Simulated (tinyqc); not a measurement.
# Doping and flat-band voltage from the body effect

Question. VT = Vfb + 2 phiF + gamma sqrt(2 phiF + Vsb), phiF = Vt ln(Na/ni), gamma = sqrt(2 q eps0 eps_r Na)/Cox, Cox = eps0 eox/tox. Find Na, gamma and Vfb from two thresholds.

Values chosen for this exercise; material values close to those of 4H silicon carbide: temperature T = 350 K; relative permittivity of the semiconductor eps_r = 9.57; relative permittivity of the gate insulator eox = 24.9; insulator thickness tox = 89 nm.

Constants: q = 1.602176634e-19 C, kB = 1.380649e-23 J/K, Vt = kB T/q, eps0 = 8.8541878128e-14 F/cm where lengths are in cm. Results are converted to the units shown.

VT at Vsb = 0 and 0.9 V (V): 4.7826653  5.2779481
ni = 7.4548610e-5 cm^-3

Solution. The difference of the thresholds, gamma [sqrt(2 phiF + Vsb) - sqrt(2 phiF)], holds no Vfb and rises with Na, so it has one root; Vfb then follows from the first threshold.

Na = 9.600e17 cm^-3
gamma = 2.061 V^0.5
Vfb = -1.900 V

Program tinyqc, `OMP_NUM_THREADS=1 python tinyqc.py 2360089 2360090 out.jsonl`; Intel Xeon 2.30GHz, shared host, one thread, about 0.04 s.
